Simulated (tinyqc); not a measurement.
From results back to parameters: Wannier exciton and Elliott formula. Three cases, with inputs chosen for the exercise.

Problem. Bulk exciton lines lie at Eg - Ry*/n^2 with Ry* = Ry mu/eps^2. Lines n = 1 and 2 were computed from hidden Eg and mu.

Constants: Ry = 13.60569312 eV; a0 (Bohr radius) = 0.5291772105 angstrom.
Find: Ry*; Eg; mu; a* = a0 eps/mu.

Method. The spacing is Ry* (1/1 - 1/4).

Case 1.

Values chosen (out of a larger set: near those of CdTe; not measured data): eps = 10.5 (dielectric constant).

lines (eV): 1.604834  1.611709

Solution.

Ry* = 9.17 meV
Eg = 1.6140 eV
mu = 0.074 m0
a* = a0 eps/mu = 75 angstrom

Case 2.

Values chosen (out of a larger set: near those of ZnSe; not measured data): eps = 8.5 (dielectric constant).

lines (eV): 2.748982  2.766245

Solution.

Ry* = 23.02 meV
Eg = 2.7720 eV
mu = 0.122 m0
a* = a0 eps/mu = 37 angstrom

Case 3.

Values chosen (out of a larger set: near those of GaN; not measured data): eps = 9.4 (dielectric constant).

lines (eV): 3.437353  3.455838

Solution.

Ry* = 24.65 meV
Eg = 3.4620 eV
mu = 0.160 m0
a* = a0 eps/mu = 31 angstrom

Computed by tinyqc, one run a case: `OMP_NUM_THREADS=1 python tinyqc.py N N+1 out.jsonl` with N = 1252425, 1252433, 1280010; one thread of a shared Intel(R) Xeon(R) Processor @ 2.30GHz, about 0.02 s a run at most.
